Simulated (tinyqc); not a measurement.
Kinetic Monte Carlo and master equation for a particle on a ring of sites with traps and bias: one step, computed by the program tinyqc.

8 sites on a ring, numbered 1 to 8. The saddle between i and i+1 lies at E0 + s b_i and site i at s eps_i; a force F tilts the landscape, with the saddle half-way.

Task: Steady state. Master equation dP/dt = W P, W_(i+1,i) = k right, W_(i-1,i) = k left, columns summing to zero. The steady state is its null vector; drift v = a sum P_i (k right - k left). D = a^2 lambda''(0)/2, where lambda(q) is the leading eigenvalue of W with right hops weighted by exp(q) and left hops by exp(-q). The slowest relaxation rate is minus the real part of the next eigenvalue of W. 1 angstrom = 1e-8 cm.

Inputs (values chosen for the exercise, for a model defect): temperature T = 640 K; site spacing a = 3.7 angstrom.

Disorder: random barriers.

Rates, shares of right hops and mean stays:
```
site  k right (1/s)  k left (1/s)  share right  mean stay (s)
1      9.223684e+06  6.227868e+06    0.5969422   6.471842e-08
2      1.157011e+07  8.174463e+06    0.5859894   5.064682e-08
3      3.659132e+07  1.025398e+07    0.7811098   2.134686e-08
4      2.411354e+07  3.242895e+07    0.4264676   1.768581e-08
5      6.079507e+07  2.137056e+07    0.7399088   1.217054e-08
6      8.895188e+06  5.387945e+07    0.1417003   1.593000e-08
7      8.895188e+06  7.883334e+06    0.5301532   5.960001e-08
8      7.027237e+06  7.883334e+06    0.4712923   6.706651e-08
```

Constants: k_B = 8.617333262e-05 eV/K.

Give: occupations P_i; drift velocity v; diffusivity D; slowest relaxation rate.

Result:

occupations P_i: [0.1199, 0.1138, 0.1112, 0.1201, 0.1273, 0.1404, 0.1361, 0.1313]

drift velocity v = 0.05202 cm/s

diffusivity D = 1.606e-08 cm^2/s

slowest relaxation rate = 7.078e+06 1/s
